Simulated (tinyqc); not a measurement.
Hueckel theory of the pi electrons, for the molecule BC1=CN=CC=CC1=C (SMILES; centres numbered as the heavy atoms are written), step by step. One step of it, computed by the program tinyqc.

Question. Energy, charges, bond orders. E = sum n x; q_r = z_r - P_rr; bond order p = P_rs; free valence = sqrt(3) - sum of p over the bonds of the atom.

x values: 2.179869  1.591171  1.302673  0.316188  -0.241938  -0.719109  -1.116485  -1.732763  -2.079605

occupations: 2.000000  2.000000  2.000000  2.000000  0.000000  0.000000  0.000000  0.000000  0.000000

charge and bond-order matrix P, lower triangle:
```
,1B,2C,3C,4N,5C,6C,7C,8C,9C
1B,0.140895
2C,0.363891,1.064229
3C,0.232561,0.721883,0.820918
4N,-0.091135,-0.044461,0.540797,1.213622
5C,-0.126982,-0.287221,0.077845,0.702933,0.767742
6C,0.017062,-0.048646,-0.125085,-0.016568,0.543260,0.992752
7C,0.075867,0.204015,-0.143059,-0.293042,0.208441,0.754237,0.814246
8C,0.049881,0.405074,0.036058,-0.064571,-0.082065,0.029936,0.446380,0.974117
9C,-0.206088,-0.223153,-0.238320,0.259211,0.044144,-0.341275,-0.014209,0.787656,1.211478
```

Centres:
```
centre,"z_r, pi electrons of the neutral centre",h
1B,0,-1.000000
2C,1,0.000000
3C,1,0.000000
4N,1,0.500000
5C,1,0.000000
6C,1,0.000000
7C,1,0.000000
8C,1,0.000000
9C,1,0.000000
```

Bonds:
```
i,j,k
1,2,0.700000
2,3,1
3,4,1
4,5,1.000000
5,6,1
6,7,1
7,8,1
8,9,1
8,2,1
```

Give: pi energy = 8 alpha + this times beta; pi charges; Bond orders and lengths from R = 1.517 - 0.180 p; free valence of the carbons; gap between the highest filled and the next level.

Answer.

pi energy = 8 alpha + this times beta = 10.780

pi charges: 1B -0.141, 2C -0.064, 3C 0.179, 4N -0.214, 5C 0.232, 6C 0.007, 7C 0.186, 8C 0.026, 9C -0.211

Bond orders and lengths from R = 1.517 - 0.180 p (angstrom, C-C alone):
```
bond,p,R
1-2,0.364,-
2-3,0.722,1.387
3-4,0.541,-
4-5,0.703,-
5-6,0.543,1.419
6-7,0.754,1.381
7-8,0.446,1.437
8-9,0.788,1.375
8-2,0.405,1.444
```

free valence of the carbons: 2C 0.241, 3C 0.469, 5C 0.486, 6C 0.435, 7C 0.531, 8C 0.093, 9C 0.944

gap between the highest filled and the next level = 0.558 |beta|
